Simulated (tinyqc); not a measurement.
## Depth and level of a trap from the time ratio

Problem. For an oxide trap tc/te = exp(E/Vt) with E = E0 - dpsi - (xt/tox)(Vg - VT - dpsi), dpsi being the rise of the surface potential above its value at threshold. Find xt and E0, and the depth that would be read if dpsi were ignored.

Parameters, values chosen for the exercise:
```
symbol,value,unit,meaning
T,300,K,temperature
tox,3.4,nm,insulator thickness
```

Constants: q = 1.602176634e-19 C, kB = 1.380649e-23 J/K, Vt = kB T/q. Results are converted to the units shown.

Vg - VT (V): [0.65, 0.8]
tc/te: [1.9555782, 0.25675940]
dpsi (V): [0.092195155, 0.098046035]

Solution. E + dpsi is a straight line in the oxide voltage Vg - VT - dpsi with slope -xt/tox and intercept E0. Ignoring dpsi assigns the motion of the bands to the trap and overstates its depth.

xt = 1.10 nm
E0 = 0.290 eV
depth read without dpsi = 1.19 nm

Computed by the program tinyqc: `OMP_NUM_THREADS=1 python tinyqc.py 2710142 2710143 out.jsonl`, one thread of a shared Intel Xeon 2.30GHz, about 0.01 s for the whole run.
